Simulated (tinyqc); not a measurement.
Heavy doping: band filling, gap narrowing, band tails and the effective intrinsic density: one step, computed by the program tinyqc. Command: `OMP_NUM_THREADS=1 python tinyqc.py 3000917 3000918 out.jsonl gapnarrow walk`. One thread of a shared host (Intel(R) Xeon(R) Processor @ 2.30GHz), about 0.02 s of CPU time with the checks.

An n-type crystal above its Mott density, with all dopants ionised: n = N_D - N_A, ionised centres N_I = N_D + N_A. Valleys are taken as spherical with mass m_e.

Task: Band filling. n = M_c (1/(2 pi^2)) (m_e/(hbar^2/2m_0))^(3/2) int sqrt(E (1 + aE)) (1 + 2 aE) f dE with a = (1 - m_e)^2/E_g, f = 1/(1 + exp((E - E_F)/k_B T)); trapezoid rule in t = sqrt(E/k_B T), step 0.02 up to 12; E_F by bisection from the band edge. At T = 0, E_F (1 + a E_F) = (hbar^2/2m_0) k_F^2/m_e; dn/dE_F uses f (1 - f)/k_B T in place of f.

Inputs (values chosen for the exercise, for a model semiconductor):

| quantity | value | unit |
|---|---|---|
| gap E_g | 2.87 | eV |
| electron mass m_e | 0.204 | m_0 |
| valleys M_c | 1 | - |
| temperature T | 77 | K |

Conduction band: non-parabolic (Kane).

n = 1.90e+19 cm^-3

k_F = 0.08255148 1/angstrom

Constants: k_B = 8.617333262e-05 eV/K; hbar^2/(2 m_0) = 3.80998212 eV angstrom^2.

Give: E_F above the band edge; E_F at T = 0; E_F/k_B T; dn/dE_F.

Result:

E_F above the band edge = 123.6 meV

E_F at T = 0 = 123.9 meV

E_F/k_B T = 18.62

dn/dE_F = 2.356e+20 cm^-3/eV
